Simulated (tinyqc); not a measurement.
# Charge imbalance from the loss of breakdown voltage

Inverse problem. In a superjunction of pillar doping N and length Lp an imbalance dl lowers BV by q |dl| N Lp^2/(4 eps0 eps_r), as long as the field reaches through the pillar. Find |dl| and the net dose error |dl| N wp.

Parameters, values chosen for the exercise:
- eps_r = 9.75 (relative permittivity of the semiconductor)
- wp = 2 um (width of each pillar)

Constants: q = 1.602176634e-19 C, eps0 = 8.8541878128e-14 F/cm where lengths are in cm. Results are converted to the units shown.

BV balanced and BV measured (V): [2900, 2738.9887]
N = 8.2654844e16 cm^-3
Lp = 13.814468 um

Solution. The loss is linear in |dl|; its sign cannot be told from BV.

|dl| = 2.20 %
dose error = 3.64e11 cm^-2

Numbers from tinyqc (`OMP_NUM_THREADS=1 python tinyqc.py 2590135 2590136 out.jsonl`; about 0.01 s on one thread of a shared Intel Xeon 2.30GHz).
